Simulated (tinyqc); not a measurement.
Gap against thickness: thin (001) film in sp3s* tight binding with raised dangling bonds.

Planes alternate anion (a), cation (c) along [001], a/4 apart, starting with an anion; zero in-plane momentum; levels counted from the bulk Ev, the lower root of [[Epa, Vxx], [Vxx, Epc]]; no spin-orbit coupling. Block of s, pz, s*: from an anion to the cation above, Vss/2 (s,s), Vsapc/2 (s,z), -Vscpa/2 (z,s), Vxx/2 (z,z), Vxapc/2 (s*,z), -Vpaxc/2 (z,s*); to the cation below the same with the s-z and s*-z signs reversed. Block of u = (px + py)/sqrt2 and v = (px - py)/sqrt2: to the cation above (Vxx + Vxy)/2 for u and (Vxx - Vxy)/2 for v, to the cation below the reverse. Each surface atom has two dangling sp3 hybrids; raising both by dl adds (dl/2) [[1, t], [t, 1]] to its s, pz levels (t = -1 at the bottom face, +1 at the top) and dl to the one of u, v in whose plane the missing bonds lie (v for a bottom anion or a top cation, u for a top anion).

Parameters, chosen for this exercise (near a published set for Si, fitted to gaps, whose masses and valley positions are rough; not measured data): p = (-4.191, 1.715, -4.191, 1.715, 6.686, 6.686, -8.322, 1.709, 4.589, 5.736, 5.736, 5.387, 5.387) eV (order Esa, Epa, Esc, Epc, Exa, Exc, Vss, Vxx, Vxy, Vsapc, Vscpa, Vxapc, Vpaxc); a = 5.435 angstrom (lattice constant); dp = 30 eV (value of dl for the passivated films); Ns = (6, 8, 16, 20, 24, 30, 50, 69) (numbers of planes).

edges (eV): Gamma 3.41800, Delta 1.15885

Passivated films (finite dp, so levels can still be some meV from their limit), thickness N a/4. Highest level below mid-gap (either block) and the two lowest above it. The exponents are -d ln(shift)/d ln N between the sixth and the last film, for the valence level and for the mean of the two conduction levels.

Levels (eV):

| N | thickness (angstrom) | Ev1 | Ec1 | Ec2 | gap |
|---|---|---|---|---|---|
| 6 | 8.15 | -0.5137 | 1.6181 | 1.8071 | 2.1318 |
| 8 | 10.87 | -0.3584 | 1.4558 | 1.5367 | 1.8142 |
| 16 | 21.74 | -0.1308 | 1.2494 | 1.2591 | 1.3802 |
| 20 | 27.18 | -0.0911 | 1.2184 | 1.2246 | 1.3095 |
| 24 | 32.61 | -0.0671 | 1.2020 | 1.2041 | 1.2690 |
| 30 | 40.76 | -0.0455 | 1.1866 | 1.1887 | 1.2321 |
| 50 | 67.94 | -0.0181 | 1.1692 | 1.1697 | 1.1873 |
| 69 | 93.75 | -0.0102 | 1.1644 | 1.1646 | 1.1746 |

exponents: valence 1.80, conduction 1.96

The gap is 2.132 eV at 8.2 angstrom and 1.175 eV at 93.8, against 1.159 eV in the bulk along this line. At 20 planes the conduction side gives 60 meV of the widening and the valence side 91 meV. A hard-walled parabolic band has exponent 2; departures come from the offset between N a/4 and the effective width, from non-parabolicity and from the termination (odd and even N end differently: in the direction of the bond rows at the two faces and, in a compound, in the kind of atom), which also makes single steps in N uneven. Ec1 and Ec2 are the doublet of the two Delta valleys along the normal.

(tinyqc, `OMP_NUM_THREADS=1 python tinyqc.py 1480742 1480743 out.jsonl`, Intel(R) Xeon(R) Processor @ 2.30GHz, 1 thread, shared host, about 0.4 s.)
